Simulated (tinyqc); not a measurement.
Drifting, spreading and decaying minority pulse (Haynes-Shockley), explicit time steps: one step of the calculation.

Low injection in a uniform field: dn/dt = D d2n/dx2 - v dn/dx - n/tau with D = mu Vt and v = mu F towards +x. Exact solution on an infinite bar for a Gaussian start at x0: n = N0 exp(-t/tau) exp(-(x - x0 - v t)^2/(2 s^2))/sqrt(2 pi s^2), s^2 = s0^2 + 2 D t.

Problem. Densities after a time step. (L n)_i = a n_(i-1) + b n_i + c n_(i+1), n = 0 beyond the ends. Explicit step: n(new) = n + L n.

a = 0.36199441
b = -0.43736274
c = 0.064384728
n at t = 0, node 1 to 10 (in units of 1e13 cm^-3): 0.0402068  0.6997719  3.8846392  6.8783152  3.8846392  0.6997719  0.0402068  0.0007369  0.0000043  0.0000000

Give: n at t = 1 dt.

Solution.

n at t = 1 dt, node 1 to 10 (in units of 1e13 cm^-3): 0.0677  0.6584  2.8818  5.5263  4.7206  1.8025  0.2760  0.0150  0.0003  0.0000

Program tinyqc, `OMP_NUM_THREADS=1 python tinyqc.py 2310035 2310036 out.jsonl`; Intel Xeon 2.30GHz, shared host, one thread, about 0.01 s.
